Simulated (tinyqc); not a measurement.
The three schemes as the step is halved: finite-difference solution of the diffusion equation on a small grid. Computed by tinyqc, a small Python program. Command: `OMP_NUM_THREADS=1 python tinyqc.py 3026166 3026167 out.jsonl fdiff walk`. One thread of a shared host (Intel(R) Xeon(R) Processor @ 2.30GHz), about 0.01 s of CPU time with the checks.

dC/dt = D d2C/dx2 on nodes x_j = j dx, j = 0..9; the far end is sealed.

Inputs (values chosen for the exercise): diffusivity D = 0.23 nm^2/s; grid spacing dx = 10 nm; time step dt = 71 s; final time t_f = 710 s; surface value C_s = 68 % of a reference.

Boundary at x = 0: fixed surface value. Scheme: explicit.

start values C_j, j = 0, 1, ... (% of a reference): [0, 0, 0, 0, 0, 0, 0, 0, 0, 0]

Method:
- The operator M acts as (M C)_j = C_(j-1) - 2 C_j + C_(j+1); at the sealed far end a mirror node gives 2 C_(N-2) - 2 C_(N-1); at j = 0, C_0 is held at C_s from the start (row of zeros).
- r = D dt/dx^2.
- The mode of M with eigenvalue mu has its amplitude multiplied per step by g = (1 + (1 - theta) r mu)/(1 - theta r mu), with theta = 0 explicit, 1 implicit, 1/2 Crank-Nicolson; the explicit scheme is stable for r up to 2/|mu_min|.
- With r = D dt/dx^2: (1 - theta r M) C(new) = (1 + (1 - theta) r M) C(old); theta = 0 explicit, 1 implicit, 1/2 Crank-Nicolson.
- Each run reaches t_f in n equal steps; errors are the largest difference from exp(M D t_f/dx^2) C(0). A dash marks unstable explicit runs.

largest stable r of the explicit scheme = 0.503827

Largest error at t_f (%):
```
steps n        r  explicit  implicit  Crank-Nicolson
4        0.40825    2.0033    2.1405      1.8773e-01
8        0.20413    1.0576    1.0791      4.7332e-02
16       0.10206    0.5346    0.5398      1.1850e-02
32       0.05103    0.2683    0.2696      2.9636e-03
64       0.02552    0.1344    0.1347      7.4096e-04
128      0.01276    0.0672    0.0673      1.8524e-04
256      0.00638    0.0336    0.0336      4.6311e-05
```

What follows from these numbers?

From the last two rows, halving the step divides the error by 2.00 (explicit), 2.00 (implicit), 4.00 (Crank-Nicolson): a factor 2 marks first order in dt and 4 second order. Every row here lies within the explicit limit.

Extremes, crossings and ranges named in words are read from the listed rows.
